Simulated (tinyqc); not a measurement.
Inside a calculation: electrons shared among three sets of ellipsoidal valleys. Values are carried at full precision from step to step, so a last printed digit may differ when a step is redone from the rounded ones.

Constants: hbar^2/2m0 = 3.80998211 eV angstrom^2; kB = 8.617333262e-05 eV/K.

Inputs chosen for the exercise (masses and offsets near those of GaSb; mobilities are free inputs, held fixed; the results hold for these values, not for the real material): ml = (0.039, 1.357, 1.566) m0 (longitudinal masses of Gamma, L, X); mt = (0.039, 0.096, 0.2108) m0 (transverse masses); M = (1, 4, 3) (valleys in each set); T = 300 K; dE = (0, 0.057, 0.353) eV (edges of Gamma, L, X above the first); n = 2.8e+16 1/cm^3 (total electron density); mu = (7700, 730, 280) cm^2/(V s) (mobility of each set).

## Masses of each set

One valley: m_d = (ml mt^2)^(1/3). Whole set: m_de = M^(2/3) m_d. Mean over three axes: 1/m_c = (1/ml + 2/mt)/3. Anisotropy K = ml/mt.

m_d, m_de, m_c (m0) and K of each set:
```
set       m_d    m_de     m_c      K
Gamma  0.0390  0.0390  0.0390   1.00
L      0.2321  0.5849  0.1391  14.14
X      0.4113  0.8556  0.2963   7.43
```

m_de/m_c is 1.00 for Gamma, 4.21 for L, 2.89 for X: many anisotropic valleys give many states at a light conductivity mass. m_c is the mean over three axes; a set that holds only some of the equivalent valleys conducts with a mass that depends on direction.

## Effective densities of states

N_i = M_i times N = 2 (m kB T/(4 pi c))^(3/2) with c = hbar^2/2m0, in 1/angstrom^3; times 1e24 for 1/cm^3, with m = (ml mt^2)^(1/3).

kT = 0.025852 eV

N_i (1/cm^3): Gamma 1.9327e+17, L 1.1225e+19, X 1.9859e+19

## Fermi level and populations

F_j(eta) = (1/Gamma(j + 1)) integral_0^infinity x^j dx/(1 + exp(x - eta)), which tends to exp(eta) for eta << 0.

Solve n = sum_i N_i F_1/2((EF - dE_i)/kT), energies from the edge of the first set.

EF = -0.1017 eV

eta_i: Gamma -3.93, L -6.14, X -17.59

n_i (1/cm^3): Gamma 3.76e+15, L 2.42e+16, X 4.57e+11

shares: Gamma 0.1343, L 0.8656, X 0.0000

L holds most electrons (86.6 %). Boltzmann weights N_i exp(-dE_i/kT) would give L a share of 0.8649.

## Drift and Hall mobility of the mixture

With f_i the shares, mu_drift = sum f_i mu_i; low-field Hall mobility mu_H = sum f_i mu_i^2/mu_drift (scattering and anisotropy factors set to 1); the Hall density is n mu_drift/mu_H; rho = 1/(e n mu_drift), e = 1.602176634e-19 C.

mu_drift = 1666 cm^2/(V s)
mu_H = 5057 cm^2/(V s)
Hall density = 9.23e+15 1/cm^3
rho = 0.134 ohm cm

A Hall measurement would read 33.0 % of the true density.

## Checks

- Share of L at n = 1e10 1/cm^3 against the Boltzmann weight: both 0.8649.

Computed by tinyqc, a small Python program: `OMP_NUM_THREADS=1 python tinyqc.py 1651341 1651342 out.jsonl` (the numbers bound the seed that draws the inputs); one thread of a shared host (Intel(R) Xeon(R) Processor @ 2.30GHz), about 0.02 s for the whole set of steps.
